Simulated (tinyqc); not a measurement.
Two-band massive Dirac model of the K valleys: one step. Curvature, orbital moment and circular dichroism. Four cases, with inputs chosen for the exercise.

Problem. Omega_c from the formula; orbital moment of both bands m = -tau (a t)^2 G/(c (G^2 + 4 a^2 t^2 k^2)) in Bohr magnetons (charge -e), c = hbar^2/2m0; interband strengths |P+/-|^2 proportional to (1 +/- tau cos(theta))^2 for P+/- = Px +/- i Py, and eta = (|P+|^2 - |P-|^2)/(|P+|^2 + |P-|^2) = 2 tau cos(theta)/(1 + cos^2(theta)).

Basis (conduction, valence): H = [[D/2, a t (tau kx - i ky)], [a t (tau kx + i ky), -D/2 + lam tau sz]], valley tau = +/-1, spin sz = +/-1. The gap of a spin and valley is G = D - lam tau sz. Berry curvature Omega = curl of i<u|grad u>; for the conduction band Omega_c = -tau 2 a^2 t^2 G/(G^2 + 4 a^2 t^2 k^2)^(3/2), and Omega_v = -Omega_c.

Constants: hbar^2/2m0 = 3.80998211 eV angstrom^2.

Case 1.

Values chosen (near those used for monolayer MoS2; shifted at random, so the results belong to these values and not to a real crystal): a = 3.186 angstrom (lattice constant); D = 1.66 eV (gap parameter); t = 1.06 eV (effective hopping); lam = 0.078 eV (half the valence spin splitting); tau = -1 (valley); sz = -1 (spin); k = (0.062, 0.08) 1/angstrom (wave vector from the valley).

cos(theta) = G/(E+ - E-) = 0.917960

Case 2.

Values chosen (near those used for monolayer WSe2; shifted at random, so the results belong to these values and not to a real crystal): a = 3.308 angstrom (lattice constant); D = 1.61 eV (gap parameter); t = 1.22 eV (effective hopping); lam = 0.219 eV (half the valence spin splitting); tau = 1 (valley); sz = 1 (spin); k = (-0.077, 0.031) 1/angstrom (wave vector from the valley).

cos(theta) = G/(E+ - E-) = 0.900940

Case 3.

Values chosen (near those used for monolayer MoSe2; shifted at random, so the results belong to these values and not to a real crystal): a = 3.319 angstrom (lattice constant); D = 1.57 eV (gap parameter); t = 1.01 eV (effective hopping); lam = 0.078 eV (half the valence spin splitting); tau = -1 (valley); sz = 1 (spin); k = (-0.068, 0.06) 1/angstrom (wave vector from the valley).

cos(theta) = G/(E+ - E-) = 0.938188

Case 4.

Values chosen (near those used for monolayer WS2; shifted at random, so the results belong to these values and not to a real crystal): a = 3.205 angstrom (lattice constant); D = 1.79 eV (gap parameter); t = 1.45 eV (effective hopping); lam = 0.228 eV (half the valence spin splitting); tau = -1 (valley); sz = 1 (spin); k = (-0.021, 0.079) 1/angstrom (wave vector from the valley).

cos(theta) = G/(E+ - E-) = 0.935869

Give: Omega_c; orbital moment; eta.

Solution.

Case 1.

Omega_c = 7.050 angstrom^2
orbital moment = 1.594 muB
eta = -0.9963

All three change sign with the valley. The selection rule, exact at k = 0, still holds to 99.6 % here.

Case 2.

Omega_c = -12.312 angstrom^2
orbital moment = -2.495 muB
eta = 0.9946

All three change sign with the valley. The selection rule, exact at k = 0, still holds to 99.5 % here.

Case 3.

Omega_c = 6.833 angstrom^2
orbital moment = 1.575 muB
eta = -0.9980

All three change sign with the valley. The selection rule, exact at k = 0, still holds to 99.8 % here.

Case 4.

Omega_c = 8.694 angstrom^2
orbital moment = 2.460 muB
eta = -0.9978

All three change sign with the valley. The selection rule, exact at k = 0, still holds to 99.8 % here.

Computed by tinyqc, one run a case: `OMP_NUM_THREADS=1 python tinyqc.py N N+1 out.jsonl` with N = 1481230, 1481455, 1481502, 1482162; one thread of a shared Intel(R) Xeon(R) Processor @ 2.30GHz, about 0.01 s a run at most.
